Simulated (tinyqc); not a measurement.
n-type polysilicon, carrier trapping at grain boundaries: one step of the calculation.

One-dimensional grains of size Lg, uniform ionised doping N, monovalent traps Qt at each boundary at a depth Et below (for electrons) or above (for holes) the band edge there, abrupt depletion of width W on each side of a boundary, Boltzmann statistics. xi is the distance from the band edge at the grain centre to the Fermi level. Trapped charge Qt/(1 + exp((xi + VB - Et)/Vt)) = 2 N W, barrier VB = q N W^2/(2 eps0 eps_r).

Problem. Depletion width, Fermi level and barrier. If the trap equation with xi = Vt ln(NB/N) has a root W < Lg/2, the grain is partly depleted; otherwise W = Lg/2 and the trap equation gives xi = Et - VB + Vt ln(Qt/(N Lg) - 1). N* = Qt/Lg.

Parameters, values chosen for the exercise; values of the order met in polycrystalline silicon:
```
symbol    value   unit                                                              meaning
T           400      K                                                          temperature
eps_r      11.7                                                       relative permittivity
NB      4.31e19  cm^-3                               conduction-band density of states at T
Lg          170     nm                                                           grain size
Qt       6.1e11  cm^-2                                     trap density of a grain boundary
Et         0.33     eV  depth of the trap level from the majority band edge at the boundary
N        1.6e17  cm^-3                                                               doping
```

Constants: q = 1.602176634e-19 C, kB = 1.380649e-23 J/K, Vt = kB T/q, eps0 = 8.8541878128e-14 F/cm where lengths are in cm. Results are converted to the units shown.

Give: N*; W; xi; VB; share of traps filled.

Solution.

N* = 3.588e16 cm^-3
W = 17.99 nm
xi = 0.1929 V
VB = 0.04003 V
share of traps filled = 0.9436

N is 4.46 N*, and the grain is partly depleted; VB = 1.16 Vt.

Numbers from tinyqc (`OMP_NUM_THREADS=1 python tinyqc.py 2830037 2830038 out.jsonl`; about 0.01 s on one thread of a shared Intel Xeon 2.30GHz).
